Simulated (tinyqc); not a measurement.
Changing the imaginary frequency at the saddle nu_b: harmonic transition-state theory with quantum, tunnelling and friction corrections. Computed by tinyqc, a small Python program. Command: `OMP_NUM_THREADS=1 python tinyqc.py 3014149 3014150 out.jsonl rates sweep`. One thread of a shared host (Intel(R) Xeon(R) Processor @ 2.30GHz), about 0.02 s of CPU time with the checks.

One atom hops between equivalent sites; three modes at the minimum and two real modes at the saddle are treated as harmonic, the rest of the crystal as unchanged; melting is ignored, so hot rows may lie above the melting point.

Inputs (values chosen for the exercise, modelled on an adatom on a metal): barrier E_b = 0.447 eV; temperature T = 267 K.

Lattice of sites: two-dimensional.

Constants: h x 1 THz = 4.135667696 meV; k_B = 8.617333262e-05 eV/K.

Method. With u = h nu_b/(k_B T): Wigner factor 1 + u^2/24; parabolic barrier (Bell) (u/2)/sin(u/2), valid above T_c = h nu_b/(2 pi k_B); symmetric Eckart barrier: kappa = int_0^infinity P(E) exp(-(E - E_b)/(k_B T)) dE/(k_B T), P = (cosh 2a - 1)/(cosh 2a + cosh 2d), a = alpha sqrt(E/E_b), alpha = 2 pi E_b/(h nu_b), 2d = 2 sqrt(alpha^2 - pi^2/4).

One run for each value:
```
imaginary frequency at the saddle nu_b (THz)  Eckart factor  Wigner factor  crossover temperature T_c (K)
0.48                                                 1.0003         1.0003                          3.666
0.62                                                 1.0005         1.0005                          4.736
0.81                                                 1.0009         1.0009                          6.187
1.00                                                 1.0014         1.0013                          7.638
1.30                                                 1.0024         1.0023                          9.930
1.70                                                 1.0041         1.0039                         12.985
2.20                                                 1.0069         1.0065                         16.804
2.90                                                 1.0120         1.0113                         22.151
```

What does the table show, and why?

Over the rows, Eckart factor rises from 1.000 to 1.012 (exponent d ln y / d ln x 8.5e-4 between the first rows and 0.018 between the last); Wigner factor rises from 1.000 to 1.011 (exponent d ln y / d ln x 8.1e-4 between the first rows and 0.017 between the last); crossover temperature T_c (K) rises from 3.67 to 22.2 (exponent d ln y / d ln x about 1.0 throughout). The exponent of crossover temperature T_c stays at 1: T_c = h nu_b/(2 pi k_B). A larger nu_b means a narrower barrier of the same height.

Extremes, crossings and ranges named in words are read from the listed rows.
